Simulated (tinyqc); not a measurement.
Barrier and mass from two Fowler-Nordheim currents.

Question. Fowler-Nordheim tunnelling through a dielectric follows J = A F^2 exp(-B/F), A = q^2 me/(16 pi^2 hbar m1 phi1) (A/V^2 with phi1 in volts), B = (4/3) sqrt(m1/C) phi1^1.5 (V/nm), C = hbar^2/(2 m0). Find B, A, phi1 and m1.

Values chosen for this exercise: emitter mass in the supply function me = 0.48 m0.

Constants: q = 1.602176634e-19 C, hbar = 1.054571817e-34 J s, m0 = 9.1093837015e-31 kg, hbar^2/(2 m0) = 0.0380998212 eV nm^2. Results are converted to the units shown.

J at F = 0.85 and 1.38 V/nm (A/cm^2): [7.3448468e-6, 1.4534674]

Solution. The slope of ln(J/F^2) against 1/F is -B and the intercept gives A. A fixes the product m1 phi1, and B = (4/3) phi1 sqrt(m1 phi1/C) then gives phi1.

B = 24.8 V/nm
A = 5.03e-7 A/V^2
phi1 = 3.00 eV
m1 = 0.490 m0

Program tinyqc, `OMP_NUM_THREADS=1 python tinyqc.py 2540064 2540065 out.jsonl`; Intel Xeon 2.30GHz, shared host, one thread, about 0.03 s.
